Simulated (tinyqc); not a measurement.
# Single-junction solar cell, detailed-balance limit: what changes with what

Every photon above the gap Eg makes one pair and none below is absorbed; carriers thermalise at T and move without loss. Jsc = q fs X Phi(Eg, Ts); the dark current is J0 = q ge Phi(Eg, T)/ERE with the Boltzmann factor exp(V/Vt). The efficiency is the electrical power over fs X sigma Ts^4.

Inputs (values chosen for the exercise):
```
symbol    value  unit                                    meaning
T           300     K                           cell temperature
Ts         5760     K          temperature of the black-body sun
fs      2.16e-5        share of the hemisphere filled by the sun
X           100                                    concentration
ERE         0.1                    external radiative efficiency
ge            1                        number of faces that emit
Eg          2.1    eV                                   band gap
```

Constants: q = 1.602176634e-19 C, kB = 1.380649e-23 J/K, h = 6.62607015e-34 J s, c = 299792458 m/s, Vt = kB T/q. Results are converted to the units shown.

Each table varies one quantity; the others keep the values above.

## Effect of the temperature of the black-body sun

Photon flux above E from a black body at temperature T into a hemisphere: Phi(E, T) = A sum_k exp(-k E/th)[E^2 th/k + 2 E th^2/k^2 + 2 th^3/k^3], k = 1, 2, ..., with th = kB T/q in eV and A = 2 pi q^3/(h^3 c^2). J(V) = Jsc - J0 (exp(V/Vt) - 1); Voc = Vt ln(1 + Jsc/J0); at maximum power v = Vmp/Vt solves (1 + v) exp(v) = 1 + Jsc/J0. Pin = fs X sigma Ts^4, sigma = 2 pi^5 kB^4/(15 h^3 c^2). FF = Vmp Jmp/(Voc Jsc).

Result of one run:
```
Ts (K)	Jsc (mA/cm^2)	Voc (V)	Eg/q - Voc (V)	FF	efficiency (%)
5800	1804.6	1.8612	0.23875	0.92755	22.477
```

What becomes of these results when the temperature of the black-body sun Ts is changed from 5800 to 4400 K, all else the same?

Result of the changed run:
```
Ts (K)	Jsc (mA/cm^2)	Voc (V)	Eg/q - Voc (V)	FF	efficiency (%)
4400	321.30	1.8166	0.28337	0.92613	11.775
```

The whole series:
```
Ts (K)	Jsc (mA/cm^2)	Voc (V)	Eg/q - Voc (V)	FF	efficiency (%)
3000	14.765	1.7370	0.36299	0.92345	2.3873
3700	89.574	1.7836	0.31639	0.92504	6.4383
4400	321.30	1.8166	0.28337	0.92613	11.775
5100	842.58	1.8416	0.25844	0.92693	17.358
5800	1804.6	1.8612	0.23875	0.92755	22.477
6500	3363.4	1.8773	0.22266	0.92805	26.802
7200	5672.8	1.8909	0.20914	0.92846	30.257
7900	8881.5	1.9024	0.19755	0.92881	32.897
```

As Ts goes from 3000 to 7900 K, Jsc rises from 14.8 to 8880 mA/cm^2, Voc rises from 1.74 to 1.90 V and the efficiency rises from 2.39 to 32.9 %.

## Effect of the external radiative efficiency

Same model as above.

FF = Vmp Jmp/(Voc Jsc).

The same in every row: Jsc (mA/cm^2) = 1735.0.

Effect of the external radiative efficiency:
```
ERE	Voc (V)	Eg/q - Voc (V)	FF	efficiency (%)
1e-6	1.5626	0.53740	0.91674	18.435
1e-5	1.6221	0.47787	0.91917	19.188
0.0001	1.6817	0.41835	0.92145	19.941
0.001	1.7412	0.35882	0.92359	20.695
0.01	1.8007	0.29930	0.92561	21.449
0.1	1.8602	0.23977	0.92752	22.204
1	1.9198	0.18024	0.92932	22.959
```

Read the table: what changes, and by how much?

As ERE goes from 1e-6 to 1, Jsc stays at 1730 mA/cm^2, Voc rises from 1.56 to 1.92 V and the efficiency rises from 18.4 to 23.0 %. Each decade of ERE is worth 59.5 mV (Vt ln 10).

Computed by the program tinyqc: `OMP_NUM_THREADS=1 python tinyqc.py 2820010 2820011 out.jsonl`, one thread of a shared Intel Xeon 2.30GHz, about 0.01 s for the whole run.
